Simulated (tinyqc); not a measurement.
Screening unbinds the donor: static screening by free carriers.

kF = (3 pi^2 n/Mv)^(1/3), EF = c kF^2/m with c = hbar^2/2m0, n in 1/angstrom^3 (1e-24 per 1/cm^3), e2 = e^2/(4 pi eps0). Thomas-Fermi: qTF^2 = 6 pi e2 n/(eps EF). Debye: qD^2 = 4 pi e2 n/(eps kB T).

F_j(eta) = (1/Gamma(j + 1)) integral_0^infinity x^j dx/(1 + exp(x - eta)), which tends to exp(eta) for eta << 0.

At finite T: qs^2 = qD^2 F_-1/2(eta)/F_1/2(eta), where n = Mv N F_1/2(eta) and N = 2 (m kB T/(4 pi c))^(3/2) with c = hbar^2/2m0, in 1/angstrom^3; times 1e24 for 1/cm^3.

Donor in the screened potential -(e2/eps) exp(-qs r)/r with the trial function exp(-r/a): E(a) = c/(m a^2) - (e2/eps) 4/(a (2 + qs a)^2), e2 = e^2/(4 pi eps0), c = hbar^2/2m0; isotropic mass.

Constants: hbar^2/2m0 = 3.80998211 eV angstrom^2; e^2/(4 pi eps0) = 14.39964547 eV angstrom; kB = 8.617333262e-05 eV/K; a0 (Bohr radius) = 0.5291772105 angstrom.

Parameters, chosen for this exercise (near those of GaN; shifted at random, so the results belong to these values and not to a real crystal):
```
symbol  value  unit  meaning
m       0.198  m0    mass of one isotropic valley
Mv      1            valleys
eps     9.42         background dielectric constant
T       200    K
```

All carriers n are taken as free and screen with qs(T); E(a) is minimised over a; a dash marks no bound state. aB = a0 eps/m.

Donor level:
```
n (1/cm^3)  n^(1/3) aB  qs aB  E (meV)   a/aB
5.0e+14          0.020  0.019   -29.23  1.000
4.0e+15          0.040  0.053   -27.26  1.002
2.0e+16          0.068  0.119   -23.76  1.009
6.0e+16          0.099  0.204   -19.65  1.026
2.0e+17          0.147  0.365   -13.19  1.078
4.0e+17          0.185  0.503    -8.81  1.147
1.0e+18          0.252  0.741    -3.33  1.350
3.0e+18          0.363  1.077        -      -
```

aB = 25.2 angstrom

What does the comparison show?

The level rises from -29.23 meV at the lowest density to -3.33 meV at 1e+18 1/cm^3, against -30.36 meV unscreened. The trial function finds no bound state from 3e+18 1/cm^3 on, where qs aB = 1.08 and n^(1/3) aB = 0.36. This trial function loses binding at qs aB = 1 and the exact Yukawa problem at 1.19; the Mott rule of thumb is n^(1/3) aB = 0.26.

Computed by tinyqc, a small Python program: `OMP_NUM_THREADS=1 python tinyqc.py 1652104 1652105 out.jsonl` (the numbers bound the seed that draws the inputs); one thread of a shared host (Intel(R) Xeon(R) Processor @ 2.30GHz), about 0.01 s for the whole set of steps.
